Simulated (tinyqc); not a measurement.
Thin-body film or fin with hard walls, valleys of the Si type, step by step. Values are carried at full precision from step to step, so a last printed digit may differ when a step is redone from the rounded ones.

Six ellipsoidal valleys with their long axes along the cube axes, mass ml along the axis and mt across it. For a valley whose axis makes the angle theta with the surface normal, 1/m_z = cos^2(theta)/ml + sin^2(theta)/mt sets the confinement; in the plane the masses are m_1 = mt and m_2 = ml mt/m_z, and m_d = sqrt(m_1 m_2).

Constants: hbar^2/2m0 = 3.80998211 eV angstrom^2; kB = 8.617333262e-05 eV/K.

Inputs chosen for the exercise (near those of Si; shifted at random, so the results belong to these values and not to a real crystal): ml = 0.914 m0 (longitudinal mass); mt = 0.193 m0 (transverse mass); face = 100 (face of the film or side wall of the fin); t = 74 angstrom (body thickness); T = 300 K (temperature); g_all = 6 (number of valleys); Ns = 2.5 x 1e12/cm^2 (sheet density in the on state); alpha = 0.52 1/eV (non-parabolicity).

## Valley masses for the (100) face

Group the valleys by their angle to the normal, heaviest m_z first.

Valleys (masses in m0):
```
valleys g  cos^2(theta)     m_z     m_1     m_2     m_d
2                1.0000  0.9140  0.1930  0.1930  0.1930
4                0.0000  0.1930  0.1930  0.9140  0.4200
```

## Subband edges

A film of thickness t between hard walls, flat band inside: E_n = c (n pi/t)^2/m_z above the bulk edge, c = hbar^2/2m0. Without degeneracy the sheet density is N2 exp((EF - Ec)/kB T) with N2 = sum_i g m_d/(2 pi c) kB T exp(-E_i/kB T) over n = 1 to 40 of each group; a classical film has t Nc with Nc = 2 g_all (m_dos kB T/(4 pi c))^(3/2), m_dos = (ml mt^2)^(1/3). The threshold shift is dVt = kB T ln(t Nc/N2).

The seven lowest levels of all groups together; primes mark the lighter m_z.

Subbands:
```
label  valleys g  E (eV)
1              2  0.0075
2              2  0.0301
1'             4  0.0356
3              2  0.0676
4              2  0.1202
2'             4  0.1423
5              2  0.1878
```

The second subband, 2, lies 22.5 meV above the first, 0.9 kB T at 300 K.

## Effective density of states and threshold shift

Sum the subbands; 1/angstrom^2 = 1e16/cm^2 and 1/angstrom^3 = 1e24/cm^3.

terms of N2 by group (1e12/cm^2): 4.768  4.655

Nc = 2.778 x 1e19/cm^3
t Nc = 20.558 x 1e12/cm^2
dVt = 20.2 mV

Confinement leaves 46 % of the classical states; the heaviest group holds 51 % of the electrons, against 33 % in the bulk.

## Filling at a given sheet density

n_i = g m_d/(2 pi c) kB T ln(1 + exp((EF - E_i)/kB T)) over the levels listed; solve sum n_i = Ns (1e12/cm^2 = 1e-4/angstrom^2); the band bending of the charge itself is left out. c = hbar^2/2m0.

EF = -0.0329 eV

n_i in the order of the list (1e12/cm^2): 0.793  0.350  1.240  0.085  0.011  0.021  0.001

The fullest subband is 1', with 50 %.

## Non-parabolic correction

Each level E0 of the list is replaced by the root of E (1 + alpha E) = E0.

Levels (eV):
```
label  parabolic  corrected
1         0.0075     0.0075
2         0.0301     0.0296
1'        0.0356     0.0349
3         0.0676     0.0654
4         0.1202     0.1135
2'        0.1423     0.1331
5         0.1878     0.1724
```

The lowest level drops by 0.0 meV.

## Checks

- N2 of a 3000 angstrom film, summed over n to convergence, plus the half-term of the walls against t Nc, 1/angstrom^2: both 0.083344.

(tinyqc, `OMP_NUM_THREADS=1 python tinyqc.py 1282309 1282310 out.jsonl`, Intel(R) Xeon(R) Processor @ 2.30GHz, 1 thread, shared host, about 0.01 s.)
